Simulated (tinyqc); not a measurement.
Avalanche multiplication and breakdown of a junction from ionisation integrals: one step, computed by the program tinyqc.

Ionisation coefficients follow the local field. Position x runs through the depletion layer from the p side (x = 0), where electrons enter, to the n side (x = w), where holes enter. The built-in voltage is neglected.

Question. Multiplication and noise. M_n = 1/(1 - I_n), M_p = M_n exp(-Phi(w)); McIntyre excess noise for the carrier with the larger M, F_x = k M + (1 - k)(2 - 1/M), with k = (smaller M - 1)/(larger M - 1).

Junction: linearly graded.

Every 50th point:
```
x (micrometre)  F (MV/cm)  alpha_n (1/cm)  alpha_p (1/cm)           Phi   I_n up to x
0.0000000       0.0000000            0.00               0             0             0
0.1168675       0.1848295          806.73    2.500067e+01  1.215361e-03  1.240353e-03
0.2337350       0.3168505        13506.10    2.540914e+03  6.202504e-02  6.935832e-02
0.3506025       0.3960632        29730.01    9.267461e+03  2.519273e-01  2.896541e-01
0.4674699       0.4224674        36212.73    1.280718e+04  5.141879e-01  5.611393e-01
0.5843374       0.3960632        29730.01    9.267461e+03  7.764485e-01  7.705623e-01
0.7012049       0.3168505        13506.10    2.540914e+03  9.663508e-01  8.789387e-01
0.8180724       0.1848295          806.73    2.500067e+01  1.027161e+00  9.049280e-01
0.9349399       0.0000000            0.00               0  1.028376e+00  9.053721e-01
```

Give: M_n; M_p; effective k; excess noise factor.

Answer.

M_n = 10.57

M_p = 3.779

effective k = 0.2904

excess noise factor = 4.421

Injecting electrons gives the larger gain and, at equal gain, the lower noise.
